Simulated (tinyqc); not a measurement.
Electrons shared among three sets of ellipsoidal valleys, step by step. Values are carried at full precision from step to step, so a last printed digit may differ when a step is redone from the rounded ones.

Constants: hbar^2/2m0 = 3.80998211 eV angstrom^2; kB = 8.617333262e-05 eV/K.

Inputs chosen for the exercise (masses and offsets near those of Si; mobilities are free inputs, held fixed; shifted at random, so the results belong to these values and not to a real crystal):
- ml = (0.905, 0.905, 1.685) m0 (longitudinal masses of Delta2, Delta4, L)
- mt = (0.1894, 0.1894, 0.1174) m0 (transverse masses)
- M = (2, 4, 4) (valleys in each set)
- T = 500 K
- dE = (0, 0.143, 1.025) eV (edges of Delta2, Delta4, L above the first, the first two split by strain)
- n = 3.2e+16 1/cm^3 (total electron density)
- mu = (1900, 1100, 490) cm^2/(V s) (mobility of each set, for current in the plane normal to the Delta2 axis)

## Masses of each set

One valley: m_d = (ml mt^2)^(1/3). Whole set: m_de = M^(2/3) m_d. Mean over three axes: 1/m_c = (1/ml + 2/mt)/3. Anisotropy K = ml/mt.

m_d, m_de, m_c (m0) and K of each set:
```
set        m_d    m_de     m_c      K
Delta2  0.3190  0.5064  0.2572   4.78
Delta4  0.3190  0.8039  0.2572   4.78
L       0.2853  0.7189  0.1702  14.35
```

m_de/m_c is 1.97 for Delta2, 3.13 for Delta4, 4.22 for L: many anisotropic valleys give many states at a light conductivity mass. m_c is the mean over three axes; a set that holds only some of the equivalent valleys conducts with a mass that depends on direction.

## Effective densities of states

N_i = M_i times N = 2 (m kB T/(4 pi c))^(3/2) with c = hbar^2/2m0, in 1/angstrom^3; times 1e24 for 1/cm^3, with m = (ml mt^2)^(1/3).

kT = 0.043087 eV

N_i (1/cm^3): Delta2 1.9457e+19, Delta4 3.8914e+19, L 3.2913e+19

## Fermi level and populations

F_j(eta) = (1/Gamma(j + 1)) integral_0^infinity x^j dx/(1 + exp(x - eta)), which tends to exp(eta) for eta << 0.

Solve n = sum_i N_i F_1/2((EF - dE_i)/kT), energies from the edge of the first set.

EF = -0.2792 eV

eta_i: Delta2 -6.48, Delta4 -9.80, L -30.27

n_i (1/cm^3): Delta2 2.98e+16, Delta4 2.16e+15, L 2.35e+06

shares: Delta2 0.9325, Delta4 0.0675, L 0.0000

Delta2 holds most electrons (93.2 %). Boltzmann weights N_i exp(-dE_i/kT) would give Delta4 a share of 0.0675.

## Drift and Hall mobility of the mixture

With f_i the shares, mu_drift = sum f_i mu_i; low-field Hall mobility mu_H = sum f_i mu_i^2/mu_drift (scattering and anisotropy factors set to 1); the Hall density is n mu_drift/mu_H; rho = 1/(e n mu_drift), e = 1.602176634e-19 C.

mu_drift = 1846 cm^2/(V s)
mu_H = 1868 cm^2/(V s)
Hall density = 3.16e+16 1/cm^3
rho = 0.106 ohm cm

A Hall measurement would read 98.8 % of the true density.

## Checks

- Share of Delta4 at n = 1e10 1/cm^3 against the Boltzmann weight: both 0.06750.

Run: tinyqc, `OMP_NUM_THREADS=1 python tinyqc.py 1651468 1651469 out.jsonl`; Intel(R) Xeon(R) Processor @ 2.30GHz, one thread, shared host; about 0.01 s of CPU time with all checks.
